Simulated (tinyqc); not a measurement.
## Free and trapped electrons in a MOS channel with a dense trap tail: free and trapped charge against gate voltage

p-type body, charge-sheet picture, full ionisation (an idealisation for deep acceptors), Boltzmann statistics for free electrons. e = Ec - EF at the surface. Acceptor-like traps of density D(E) = D0 + De exp(-E/Ew) at depth E below Ec, from 0 to Eu, hold n_t = integral of D(E)/(1 + exp((e - E)/Vt)). psi = Eg - Vt ln(Nv/Na) - e; N_dep = sqrt(2 eps0 eps_r Na (psi - Vt)/q); n_f = sqrt(N_dep^2 + 2 eps0 eps_r Vt Nc exp(-e/Vt)/q) - N_dep; Vg = Vfb + psi + q (N_dep + n_t + n_f)/Cox, Cox = eps0 eox/tox.

Free share n_f/(n_f + n_t); swing ln 10 n_f/(dn_f/dVg); field-effect mobility mf q (dn_f/dVg)/Cox, for a constant mf; oxide field q (N_dep + n_t + n_f)/(eps0 eox).

Parameters, values chosen for the exercise; band and dielectric values close to those of 4H silicon carbide: temperature T = 300 K; band gap Eg = 3.23 eV; relative permittivity eps_r = 9.81; conduction-band density of states at T Nc = 1.71e19 cm^-3; valence-band density of states at T Nv = 2.46e19 cm^-3; relative permittivity of the insulator eox = 3.9; insulator thickness tox = 30 nm; acceptor density Na = 1.9e17 cm^-3; flat-band voltage without trapped charge Vfb = -2.33 V; constant background density of acceptor-like traps D0 = 9.4e10 cm^-2 eV^-1; density of the tail at the conduction edge De = 1.8e13 cm^-2 eV^-1; decay energy of the tail Ew = 0.1 eV; depth below Ec down to which the traps reach Eu = 0.62 eV; mobility of free electrons mf = 130 cm^2/(V s).

Constants: q = 1.602176634e-19 C, kB = 1.380649e-23 J/K, Vt = kB T/q, eps0 = 8.8541878128e-14 F/cm where lengths are in cm. Results are converted to the units shown.

Results:
```
Vg (V),e (eV),n_f (cm^-2),n_t (cm^-2),free share (%),swing (mV/decade),field-effect mobility (cm^2/(V s)),oxide field (MV/cm)
3.8,0.3656,7.325e5,7.232e10,0.001013,147.3,0.002073,1.130
4.6,0.1668,1.540e9,4.177e11,0.3674,420.6,1.526,1.331
5.3,0.09423,2.512e10,8.145e11,2.992,787.7,13.29,1.540
6.8,0.02125,3.895e11,1.445e12,21.23,2107,77.01,2.016
7.5,0.003280,7.322e11,1.585e12,31.60,3103,98.31,2.243
8.3,-0.01154,1.199e12,1.676e12,41.71,4480,111.6,2.505
9,-0.02150,1.644e12,1.723e12,48.83,5819,117.7,2.735
9.8,-0.03073,2.174e12,1.757e12,55.30,7442,121.7,2.998
```

Estimate the missing row, Vg = 6.1 V.

Computed row:
```
Vg (V),e (eV),n_f (cm^-2),n_t (cm^-2),free share (%),swing (mV/decade),field-effect mobility (cm^2/(V s)),oxide field (MV/cm)
6.1,0.04722,1.499e11,1.211e12,11.01,1365,45.76,1.791
```

With this row back in the table: n_f reaches 1e11 cm^-2 at Vg = 5.88 V, against 4.33 V without traps. The free share rises from 0.00101 to 55.3 % and the field-effect mobility rises from 0.00207 to 122 cm^2/(V s), although mf = 130 is constant: in the last row 93.6 % of Cox dVg goes into free electrons. The swing in the first row is 147 mV a decade (Vt ln 10 = 59.5). For Vg = 6.1, 6.8, 7.5, 8.3, 9, 9.8 EF lies less than 2 Vt below the band edge, or above it, where degeneracy and confinement, left out, matter.

tinyqc, about 0.02 s, one thread, Intel Xeon 2.30GHz (shared host): `OMP_NUM_THREADS=1 python tinyqc.py 2222149 2222150 out.jsonl`
